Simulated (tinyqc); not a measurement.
Effective-mass impurity with a central-cell term, in a basis of Slater functions. Changing the dielectric constant eps. Computed by tinyqc, a small Python program. Command: `OMP_NUM_THREADS=1 python tinyqc.py 3026409 3026410 out.jsonl centralcell sweep`. One thread of a shared host (Intel(R) Xeon(R) Processor @ 2.30GHz), about 0.02 s of CPU time with the checks.

The envelope obeys H = -nabla^2 - (2/r) [Z + A exp(-kappa r)] in effective units, with kappa = a*/lambda; positive A deepens the well near the core.

Inputs (values chosen for the exercise, with mass and screening modelled on GaAs):
```
quantity                    value      unit
effective mass m           0.0687       m_0
charge Z of the core            1         -
central-cell strength A       4.6         -
central-cell range lambda     2.2  angstrom
```

Impurity: donor, one isotropic band.

Constants: Ry = 13.605693123 eV; a_0 = 0.529177210903 angstrom.

Method:
- Units: Ry* = Ry m/eps^2 and a* = a_0 eps/m, with m in m_0.
- kappa = a*/lambda; the hydrogenic ground state is bound by Z^2 Ry*.
- For s functions exp(-zeta r), with s = zeta_i + zeta_j: S = 2/s^3, T = zeta_i zeta_j S, V = -2 Z/s^2, W = -2 A/(s + kappa)^2; each function is normalised by dividing by sqrt(S_ii S_jj).
- Large basis: zeta_i = 0.06 x 1.6^(i-1), i = 1..22, same formulas; for p functions r exp(-zeta r): S = 24/s^5, T = zeta_i zeta_j S (centrifugal term included), V = -12 Z/s^4, W = -12 A/(s + kappa)^4; overlap eigenvalues below 1e-11 are dropped.
- Binding energies are -E Ry*; the effective quantum number is nu = Z/sqrt(-E); |psi(0)|^2 is given relative to the hydrogenic Z^3/(pi a*^3).

One run for each value; columns: (1) dielectric constant eps; (2) 1s binding energy (meV); (3) hydrogenic binding energy (meV); (4) 2p binding energy (meV); (5) a* (angstrom):
```
(1)     (2)    (3)    (4)    (5)
7.7   16.68  15.77  3.941   59.3
9.0   12.01  11.54  2.885   69.3
11.0   7.93   7.72  1.931   84.7
12.0   6.64   6.49  1.623   92.4
14.0   4.85   4.77  1.192  107.8
17.0   3.27   3.23  0.809  130.9
23.0   1.78   1.77  0.442  177.2
```

Give the missing row, dielectric constant eps = 20.0.

Computed row; columns: (1) dielectric constant eps; (2) 1s binding energy (meV); (3) hydrogenic binding energy (meV); (4) 2p binding energy (meV); (5) a* (angstrom):
```
(1)    (2)   (3)    (4)    (5)
20.0  2.35  2.34  0.584  154.1
```

Interpolating between the two neighbouring rows (linearly) misses most in 1s binding energy (meV), by 7.1 %. Over the rows, 1s binding energy (meV) falls from 16.7 to 1.78 (exponent d ln y / d ln x about -2.0 throughout); hydrogenic binding energy (meV) falls from 15.8 to 1.77 (exponent d ln y / d ln x about -2.0 throughout); 2p binding energy (meV) falls from 3.94 to 0.442 (exponent d ln y / d ln x about -2.0 throughout). At the high end the exponent of 1s binding energy is -2.01, close to -2: the central cell is a small correction. The exponent of 2p binding energy stays at -2: a hydrogenic level scales as m/eps^2. The exponent of a* stays at 1: a* = a_0 eps/m.
